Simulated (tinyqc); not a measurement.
Chemical-mechanical planarisation: Preston law, pattern density and step-height reduction: one step, computed by the program tinyqc. Command: `OMP_NUM_THREADS=1 python tinyqc.py 3003798 3003799 out.jsonl cmp walk`. One thread of a shared host (Intel(R) Xeon(R) Processor @ 2.30GHz), about 0.01 s of CPU time with the checks.

A row of 10 cells, repeated periodically, holds raised features that cover a share rho of each cell.

Problem. State at time t. While h > h_c only raised areas polish, at R0/rho_eff, until t_c = rho_eff (h0 - h_c)/R0. After that h = h_c exp(-(t - t_c)/tau), tau = rho_eff h_c/R0; low areas polish at R0 (1 - h/h_c) and raised areas at R0 [1 + (1 - rho_eff) h/(rho_eff h_c)]. Removed from raised areas after t_c: h0 - h_c + R0 (t - t_c) + (1 - rho_eff)(h_c - h); from low areas: R0 (t - t_c) - rho_eff (h_c - h). Film left = z0 less the removal from raised areas.

Inputs (values chosen for the exercise, close to those used for oxide polishing):

| quantity | value | unit |
|---|---|---|
| initial step height h0 | 340 | nm |
| contact height h_c | 78 | nm |
| film above the raised areas z0 | 630 | nm |
| polish time t | 25 | s |

effective densities: 0.5441628  0.5180824  0.5504792  0.5844629  0.5449051  0.4697330  0.4744202  0.5324955  0.5582212  0.5730377

blanket rate R0 = 11.28938 nm/s

Give: Cells; range of film left across the row; largest remaining step; thinnest film left.

Solution.

Cells:

| cell | rho_eff | t_c (s) | step h (nm) | removed, raised (nm) | removed, low (nm) | film left on raised areas (nm) |
|---|---|---|---|---|---|---|
| 1 | 0.544 | 12.6 | 2.90 | 436 | 99 | 194 |
| 2 | 0.518 | 12.0 | 2.08 | 445 | 107 | 185 |
| 3 | 0.550 | 12.8 | 3.13 | 434 | 97 | 196 |
| 4 | 0.584 | 13.6 | 4.59 | 422 | 86 | 208 |
| 5 | 0.545 | 12.6 | 2.93 | 436 | 99 | 194 |
| 6 | 0.470 | 10.9 | 1.01 | 462 | 123 | 168 |
| 7 | 0.474 | 11.0 | 1.09 | 460 | 121 | 170 |
| 8 | 0.532 | 12.4 | 2.51 | 440 | 103 | 190 |
| 9 | 0.558 | 13.0 | 3.43 | 431 | 94 | 199 |
| 10 | 0.573 | 13.3 | 4.06 | 426 | 90 | 204 |

range of film left across the row = 40.4 nm

largest remaining step = 4.59 nm

thinnest film left = 168 nm

10 of 10 cells have reached contact. The cell with the lowest rho_eff has lost the most film from its raised areas.
